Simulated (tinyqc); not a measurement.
Inside a calculation. Model: n-type polysilicon, carrier trapping at grain boundaries.

Program tinyqc, `OMP_NUM_THREADS=1 python tinyqc.py 2830082 2830083 out.jsonl`; Intel Xeon 2.30GHz, shared host, one thread, about 0.01 s. Printed values are rounded.

One-dimensional grains of size Lg, uniform ionised doping N, monovalent traps Qt at each boundary at a depth Et below (for electrons) or above (for holes) the band edge there, abrupt depletion of width W on each side of a boundary, Boltzmann statistics. xi is the distance from the band edge at the grain centre to the Fermi level. Trapped charge Qt/(1 + exp((xi + VB - Et)/Vt)) = 2 N W, barrier VB = q N W^2/(2 eps0 eps_r).

Parameters, values chosen for the exercise; values of the order met in polycrystalline silicon:
```
symbol   value   unit                                                              meaning
T          300      K                                                          temperature
eps_r     11.7                                                       relative permittivity
NB      2.8e19  cm^-3                               conduction-band density of states at T
Lg          28     nm                                                           grain size
Qt        4e12  cm^-2                                     trap density of a grain boundary
Et        0.46     eV  depth of the trap level from the majority band edge at the boundary
ms        0.56     m0                                         mass for thermionic emission
fe        0.12                                      correction factor of the emission rate
N       1.3e18  cm^-3                                                               doping
```

Constants: q = 1.602176634e-19 C, kB = 1.380649e-23 J/K, m0 = 9.1093837015e-31 kg, Vt = kB T/q, eps0 = 8.8541878128e-14 F/cm where lengths are in cm. Results are converted to the units shown.

## Depletion width, Fermi level and barrier

If the trap equation with xi = Vt ln(NB/N) has a root W < Lg/2, the grain is partly depleted; otherwise W = Lg/2 and the trap equation gives xi = Et - VB + Vt ln(Qt/(N Lg) - 1). N* = Qt/Lg.

N* = 1.428571e18 cm^-3
W = 14 nm
xi = 0.2031521 V
VB = 0.1970358 V
share of traps filled = 0.91

N is 0.910 N*, and the grain is fully depleted; VB = 7.62 Vt.

## Resistivity and effective mobility

n0 = NB exp(-xi/Vt); mean density n0 (1 - 2 W/Lg) by charge balance in a partly depleted grain, and n0 (sqrt(pi)/2) erf(u)/u with u = sqrt(VB/Vt) in a fully depleted one; v = sqrt(kB T/(2 pi ms m0)); barrier resistivity Vt exp(VB/Vt)/(q fe n0 v Lg); grain resistivity (1 - 2 W/Lg)/(q n0 mug); effective mobility 1/(q mean density total resistivity).

n0 = 1.082314e16 cm^-3
mean density = 3.474016e15 cm^-3
v = 3.594792e6 cm/s
barrier resistivity = 25204.24 ohm cm
grain resistivity = 0.000000 ohm cm
resistivity = 25204.24 ohm cm
effective mobility = 0.07128271 cm^2/(V s)

The resistivity is 8.40e5 times that of a single crystal with the same N and mobility mug, and the mean density is 0.267 % of N.
